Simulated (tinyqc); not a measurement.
Optical gain and spontaneous emission in a bulk direct-gap semiconductor, step by step. Values are carried at full precision from step to step, so a last printed digit may differ when a step is redone from the rounded ones.

F_j(eta) = (1/Gamma(j + 1)) integral_0^infinity x^j dx/(1 + exp(x - eta)), which tends to exp(eta) for eta << 0.

Quasi-Fermi levels: n = Nc F_1/2(Fc/kT) and p = Nv F_1/2(Fv/kT), Fc counted up from the conduction edge and Fv down from the valence edge; Nc, Nv from N = 2 (m kB T/(4 pi c))^(3/2) with c = hbar^2/2m0, in 1/angstrom^3; times 1e24 for 1/cm^3, with me and (mhh^(3/2) + mlh^(3/2))^(2/3).

Constants: hbar^2/2m0 = 3.80998211 eV angstrom^2; kB = 8.617333262e-05 eV/K; fine-structure constant alpha = 0.007297352564; hbar = 6.58211957e-16 eV s; hbar c = 1973.269805 eV angstrom.

Values chosen for the exercise (near those of GaN; the results hold for these values, not for the real material):
- me = 0.2059 m0 (electron mass)
- mhh = 1.446 m0 (heavy-hole mass)
- mlh = 0.2873 m0 (light-hole mass)
- n = 1.6e+19 1/cm^3 (injected density, n = p)
- T = 350 K
- Eg = 3.379 eV (direct gap)
- Ep = 17.2 eV (Kane energy)
- nr = 2.56 (refractive index)
- E = 3.474 eV (photon energy)

## Quasi-Fermi levels

Solve for Fc and Fv.

kT = 0.030161 eV
Nc = 2.954e+18 1/cm^3
Nv = 5.985e+19 1/cm^3
Fc = 0.1049 eV
Fv = -0.0370 eV
Fc + Fv = 0.0680 eV

The separation of the quasi-Fermi levels exceeds the gap, so photons between Eg and Eg + (Fc + Fv) see gain. The quasi-Fermi level of the electrons lies inside the band, that of the holes in the gap.

## Absorption of the empty crystal

Parabolic bands, vertical transitions, no excitons. For each hole band j: mr = me mj/(me + mj); joint density of states J_j(E) = (mr/c)^(3/2) sqrt(E - Eg)/(2 pi^2), both spins, c = hbar^2/2m0; averaged matrix element |e.p|^2 = m0 Ep/6; alpha_j(E) = 4 pi^2 alpha_f c Ep J_j/(3 nr E) in 1/angstrom (alpha_f the fine-structure constant, listed as alpha among the constants), times 1e8 for 1/cm.

Evaluate at E for heavy and light holes.

mr, J and alpha of each hole band:
```
hole   mr (m0)  J (1/(eV angstrom^3))  alpha (1/cm)
heavy  0.18024              0.0001607       11368.3
light  0.11994              8.722e-05        6171.4
```

The heavy-hole band gives 65 % of the total, 17540 1/cm.

## Occupations and gain at E

For band j the electron sits at Ee = (E - Eg) mr/me above its edge and the hole at Eh = (E - Eg) mr/mj; fe = 1/(1 + exp((Ee - Fc)/kT)), fh = 1/(1 + exp((Eh - Fv)/kT)); gain g = sum_j alpha_j (fe + fh - 1).

Use mr and alpha from the table.

Energies, occupations and gain of each hole band:
```
hole   Ee (eV)  Eh (eV)     fe     fh  g (1/cm)
heavy   0.0832   0.0118  0.673  0.166     -1836
light   0.0553   0.0397  0.838  0.073      -548
```

total gain = -2384 1/cm

E - Eg = 0.0950 eV is above Fc + Fv = 0.0680 eV, so both bands give loss (Bernard-Duraffourg).

## Spontaneous emission

Spontaneous rate: R = integral of (nr E/(hbar c))^2/(pi^2 hbar) sum_j alpha_j fe fh dE, with alpha in 1/cm and (nr E/(hbar c))^2 in 1/cm^2 (1e16 per 1/angstrom^2); B = R/(n p); lifetime n/R.

Integrate over photon energy.

R = 7.99e+27 1/(cm^3 s)
B = 3.12e-11 cm^3/s
radiative lifetime = 2.00 ns

## Checks

- B at n = 1e13 1/cm^3 against the van Roosbroeck-Shockley value from alpha and ni^2 (cm^3/s): both 4.60e-11.

(tinyqc, `OMP_NUM_THREADS=1 python tinyqc.py 1652669 1652670 out.jsonl`, Intel(R) Xeon(R) Processor @ 2.30GHz, 1 thread, shared host, about 0.1 s.)
